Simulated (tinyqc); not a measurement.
MOS capacitor with interface traps: C-V stretch-out, conductance peak and subthreshold swing: one step, computed by the program tinyqc.

Energies at the interface are counted from the valence band. psi > 0 means bending towards depletion, so the surface potential is +psi. Boltzmann statistics, full ionisation, no quantum confinement. Traps are neutral when filled up to E_n, with a sharp (zero-temperature) occupation.

Problem. Charges at the given band bending. With u = psi/k_B T and r = (n_i/N)^2: F = sqrt(exp(-u) + u - 1 + r (exp(u) - u - 1)); Q_s = -sign(u) sqrt(2) eps_s eps_0 (k_B T/e) F/L_D; C_s = (eps_s eps_0/(sqrt(2) L_D)) |1 - exp(-u) + r (exp(u) - 1)|/F; at high frequency, below strong inversion, the terms in r are dropped. D(E) = D_0 + D_1 exp(-(E - E_p)^2/2 w^2). E_F at the interface is E_s = E_F + psi; Q_it = -e int from E_n to E_s of D(E) dE; C_it = e D(E_s) (per volt); V_G = phi_ms + psi - (Q_s + Q_it + e N_f)/C_ox.

Inputs (values chosen for the exercise, for a model semiconductor): dielectric constant eps_s = 11.2; doping N = 4.8e+15 cm^-3; work-function difference phi_ms = 0.061 V; fixed charge N_f = -1.8e+10 cm^-2; trap density D_0 = 4.1e+11 cm^-2 eV^-1; neutrality level E_n = 0.431 eV; band bending towards depletion psi = 0.39 V; temperature T = 350 K; peak density D_1 = 1.9e+12 cm^-2 eV^-1; peak width w = 0.12 eV; peak position E_p = 0.493 eV.

Substrate: p-type. Trap spectrum: flat plus a Gaussian peak.

k_B T = 0.03016067 eV

n_i = 1.406185e+10 cm^-3

Debye length L_D = 62.36315 nm

bulk E_F = 0.2423181 eV

C_ox = 0.05912797 microF/cm^2

Constants: eps_0 = 8.8541878128e-12 F/m; e = 1.602176634e-19 C.

Give: E_s; Q_s; C_s; C_s at high frequency; D(E_s); Q_it; C_it; gate voltage V_G.

Solution.

E_s = 0.63232 eV

Q_s = -0.023428 microC/cm^2

C_s = 0.032553 microF/cm^2

C_s at high frequency = 0.032553 microF/cm^2

D(E_s) = 1.3784e+12 cm^-2 eV^-1

Q_it = -0.065828 microC/cm^2

C_it = 0.22085 microF/cm^2

gate voltage V_G = 2.0093 V

The traps hold negative charge because E_s lies above E_n.
